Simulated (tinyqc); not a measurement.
Contact resistivity and sheet resistance from two contact lengths.

Question. Rc = [sqrt(rc Rsh)/Wc] coth(Lc/(2 LT)), LT = sqrt(rc/Rsh), Wc = 34 nm; the second contact is twice as long as the first. Find LT, rc and Rsh.

Rc for Lc = 17 and 34 nm (ohm): 333.550458  178.964521

Answer. With t = tanh(Lc/(2 LT)) for the shorter contact, the resistance of the longer over that of the shorter is (1 + t^2)/2. Then sqrt(rc Rsh) = Rc t Wc, and rc and Rsh follow by multiplying and dividing by LT.

LT = 30.66 nm
rc = 9.400e-10 ohm cm^2
Rsh = 100.0 ohm

Computed by the program tinyqc: `OMP_NUM_THREADS=1 python tinyqc.py 2170134 2170135 out.jsonl`, one thread of a shared Intel Xeon 2.30GHz, about 0.03 s for the whole run.
